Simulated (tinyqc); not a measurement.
Inside a calculation: donor near an oxide interface in a gate field (two-state model). Values are carried at full precision from step to step, so a last printed digit may differ when a step is redone from the rounded ones.

Interface at z = 0 (hard wall), donor at z = d, field F pulling electrons to the interface: potential e F z; 1 kV/cm = 1e-5 eV/angstrom, c = hbar^2/2m0, q = e^2/(4 pi eps0), Q = (eps - eo)/(eps + eo). Donor state: E_D = e F d - ED - q Q/(4 eps d), the last term joining the images of ion and electron. Interface state: z exp(-b z/2) exp(-rho^2/(2 L^2)) with E_z = c b^2/(4 mz) + 3 e F/b + q Q b/(8 eps), minimised over b; in the plane at z = 3/b the ion (distance D = d - 3/b) and its image (D' = d + 3/b) give E_rho = c/(mt L^2) - (q/eps)(sqrt(pi)/L)[erfcx(D/L) + Q erfcx(D'/L)], erfcx(x) = exp(x^2) erfc(x), minimised over L. E_I = E_z + E_rho.

Constants: hbar^2/2m0 = 3.80998211 eV angstrom^2; e^2/(4 pi eps0) = 14.39964547 eV angstrom.

Parameters, chosen for this exercise (near those of a donor in Si below HfO2, static dielectric constants; the results hold for these values, not for the real material): d = 120 angstrom (depth of the donor); ED = 46.2 meV (bulk binding energy); mz = 0.917 m0 (mass across the interface); mt = 0.185 m0 (mass in the plane); eps = 11.4 (dielectric constant of the semiconductor); eo = 22 (dielectric constant of the oxide); F = 50.5 kV/cm (field in the semiconductor); aD = 14.3 angstrom (donor radius); v = 0.35 (valley factor).

## The interface state across the interface

Solve c b/(2 mz) - 3 e F/b^2 + q Q/(8 eps) = 0; give Q, b, the three terms of E_z and <z> = 3/b.

Q = -0.3174
b = 0.09881 1/angstrom

kinetic, field and image terms (meV): [10.14, 15.33, -4.95]

<z> = 30.4 angstrom

The image pulls the electron towards the oxide; without it <z> would be 33.3 angstrom. The sign rests on the static constant; with the high-frequency one of such an oxide, about 4, the image would repel.

## Binding in the plane

Give D, D', the best L, both terms and E_rho.

D, D' (angstrom): [89.6, 150.4]

L = 106.9 angstrom

kinetic and Coulomb terms (meV): [1.80, -7.73]

E_rho = -5.92 meV

The bottom of the well lies at -11.4 meV, so the level is 48 % of the way up; L/D = 1.19. Above the critical field the ionised donor would thus still hold its electron as a dot at the interface.

## Where the electron sits

The two states couple by t = t0 exp(-D/aD) with t0 = q/(eps aD) (2 aD/L) sqrt(aD b/2) v, v a valley factor; this form is an estimate. With detuning u = E_D - E_I the splitting is sqrt(u^2 + 4 t^2) and the lower state has weight (1 - u/sqrt(u^2 + 4 t^2))/2 on the donor.

Give E_D, E_I, t, the splitting and the donor weight.

E_D, E_I (meV): [15.24, 14.60]

t = 0.0132 meV
splitting = 0.64 meV
donor weight = 0.000

The electron is at the interface; the contact hyperfine coupling scales with the donor weight. With this t, the tunnelling time pi hbar/(2t) at a crossing would be 78.5 ps (hbar = 6.58212e-16 eV s); here the detuning is 48.4 t.

## Critical field

Find F at which E_D = E_I; compare the rule e F d = ED. The crossing width is 4t/(e D), with t and D formed anew at that field.

critical field = 49.8 kV/cm
ED/(e d) = 38.5 kV/cm
width = 0.059 kV/cm

The confinement energy E_z = 20.3 meV raises the field needed and the attraction E_rho = -5.9 meV lowers it; the result is 1.29 times the simple rule.

## Checks

- E_z without images against 1.5 x 6^(2/3)/2 (c (e F)^2/mz)^(1/3), meV: both 25.25.
- E_rho from the radial equation in the full Coulomb well against the Gaussian trial function, meV: -6.0 against -5.9.

tinyqc: `OMP_NUM_THREADS=1 python tinyqc.py 1282124 1282125 out.jsonl`; about 0.07 s, one thread, shared Intel(R) Xeon(R) Processor @ 2.30GHz.
